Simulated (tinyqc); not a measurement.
Capture against depth of the level: configuration-coordinate model of carrier capture at a defect.

Two parabolas of equal curvature k in one coordinate Q: with the carrier free at the band edge, U_f = k Q^2/2; with the carrier trapped, U_t = k (Q - dQ)^2/2 - ET. ER = k dQ^2/2, Huang-Rhys factor S = ER/hw, hw = 0.0646541 sqrt(k/M) eV for k in eV/angstrom^2 and M in u. The curves cross at a height Eb = (ER - ET)^2/(4 ER) above the free minimum.

Multiphonon factor for giving p = ET/hw phonons to the lattice: W = exp(-S (2 nb + 1)) ((nb + 1)/nb)^(p/2) I_p(x), nb = 1/(exp(hw/kT) - 1), x = 2 S sqrt(nb (nb + 1)), I_p the modified Bessel function. Classical limit: W = hw exp(-Eb/kT)/sqrt(4 pi ER kT). At T = 0: exp(-S) S^p/Gamma(p + 1).

Constants: kB = 8.617333262e-05 eV/K.

Inputs chosen for the exercise (out of a larger set: of the size met at a DX centre in AlGaAs; not measured data): ER = 0.78 eV (relaxation energy); hw = 0.012 eV (phonon energy of the mode); T = 77 K (temperature).

ET is varied at fixed ER, hw and T, as by moving the band edge with alloying or pressure.

Against ET:

| ET/ER | ET (eV) | Eb (eV) | log10 W | log10 W, classical |
|---|---|---|---|---|
| 0.10 | 0.078 | 0.1580 | -10.851 | -11.665 |
| 0.25 | 0.195 | 0.1097 | -7.788 | -8.507 |
| 0.50 | 0.390 | 0.0488 | -4.088 | -4.518 |
| 0.75 | 0.585 | 0.0122 | -2.011 | -2.125 |
| 1.00 | 0.780 | 0.0000 | -1.377 | -1.327 |
| 1.25 | 0.975 | 0.0122 | -2.013 | -2.125 |
| 1.50 | 1.170 | 0.0488 | -3.764 | -4.518 |
| 2.00 | 1.560 | 0.1950 | -10.126 | -14.090 |
| 3.00 | 2.340 | 0.7800 | -31.865 | -52.380 |

What does the comparison show?

Capture is fastest at ET/ER = 1 among these rows, where the barrier vanishes or nearly so. The classical form is symmetric about ET = ER; the quantum one gives -4.09 at 0.5 and -3.76 at 1.5, against -4.52 for both. At ET = 3 ER it lies 20.5 decades above the classical value: deep levels capture by emitting many phonons, and the rate falls with depth by 27.9 decades per eV between the last two rows. Rows deeper than the gap of the host are formal.

Program tinyqc; command `OMP_NUM_THREADS=1 python tinyqc.py 1450298 1450299 out.jsonl`; about 0.01 s on one thread of a shared Intel(R) Xeon(R) Processor @ 2.30GHz.
